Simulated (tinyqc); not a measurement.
# Lossy on-chip transmission line with skin effect, step by step

Numbers from tinyqc (`OMP_NUM_THREADS=1 python tinyqc.py 2810223 2810224 out.jsonl`; about 0.01 s on one thread of a shared Intel Xeon 2.30GHz). Printed values are rounded.

A uniform line in a homogeneous dielectric: c = sqrt(er)/(c0 Z0), l = Z0 sqrt(er)/c0 (c0 = 299792458 m/s), g = w c td, w = 2 pi f. The resistance joins its limits as r = sqrt(r_dc^2 + r_hf^2), with r_dc = rho/(wd th), r_hf = kr rho/(2 delta (wd + th)), delta = sqrt(rho/(pi f mu0)), mu0 = 4 pi 1e-7 H/m; this is an interpolation, and internal inductance, up to 0.05 nH/mm at low frequency, is neglected.

Parameters, values chosen for the exercise:

| symbol | value | unit | meaning |
|---|---|---|---|
| wd | 2.9 | um | width of the strip |
| th | 1.5 | um | thickness of the strip |
| rho | 2 | uohm cm | resistivity |
| er | 3.9 |  | relative permittivity |
| td | 0.002 |  | loss tangent |
| Z0 | 40 | ohm | lossless impedance sqrt(l/c) |
| kr | 2 |  | factor for crowding and the return path |
| len | 0.77 | mm | length |
| Rg | 100 | ohm | source resistance |
| RL | 50 | ohm | load resistance |
| CL | 300 | fF | load capacitance |
| f | 0.29 | GHz | frequency |

## Line constants

delta, r_dc, r_hf, r, l, c and g as defined.

delta = 4.17961 um
r_dc = 4.59770 ohm/mm
r_hf = 1.08753 ohm/mm
r = 4.72457 ohm/mm
l = 0.263495 nH/mm
c = 164.684 pF/m
g = 6.00150e-4 S/m

r is 1.03 times r_dc; the skin depth is 2.79 of the thickness.

## Propagation constant and impedance

gamma = sqrt((r + i w l)(g + i w c)) = alpha + i beta, Zc = sqrt((r + i w l)/(g + i w c)), roots with positive real part; loss 8.685889638 alpha in dB; phase velocity w/beta.

gamma len = 0.0195085+0.0215481i
Zc = 93.4269-84.2444i ohm
loss = 0.220063 dB/mm
phase velocity over c0 = 0.217190
r/(w l) = 9.84041

r exceeds w l, so the line behaves mainly as an RC line at this frequency.

## Reflection, input impedance and transfer

ZL = 1/(1/RL + i w CL); reflection (ZL - Zc)/(ZL + Zc); Zin = Zc (ZL + Zc tanh(gamma len))/(Zc + ZL tanh(gamma len)); H = V_load/V_source = [Zin/(Zin + Rg)]/[cosh(gamma len) + (Zc/ZL) sinh(gamma len)].

ZL = 49.9627-1.3656i ohm
reflection at the load = -0.477868+0.292689i
Zin = 53.5639-1.6147i ohm
H = 0.325204-0.009359i
|H| = -9.75329 dB
